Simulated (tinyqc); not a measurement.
Length of a molecular wire: coherent transport through a tight-binding bridge. Computed by the program tinyqc. 

A uniform bridge between two chains:
```
parameter                        value
site energy (eV)              1.580000
hopping in the bridge (eV)    0.780000
lead hopping (eV)             2.070000
couplings (eV)              0.63, 0.84
E (eV)                       -0.340000
```

T = Gamma_L Gamma_R |G_1n|^2 with the self-energies of semi-infinite chains.

Transmission against length:
```
sites           T     ln T
2      1.6458e-02   -4.107
3      4.2339e-03   -5.465
4      1.1084e-03   -6.805
5      2.9154e-04   -8.140
6      7.6774e-05   -9.475
7      2.0224e-05  -10.809
8      5.3280e-06  -12.143
9      1.4037e-06  -13.476
10     3.6980e-07  -14.810
```

E lies outside the band of the bridge (|E - e|/2h = 1.231 > 1), so T decays as exp(-beta n) with beta = 2 arccosh(1.231) = 1.3339 a site; the last two rows give 1.3339.
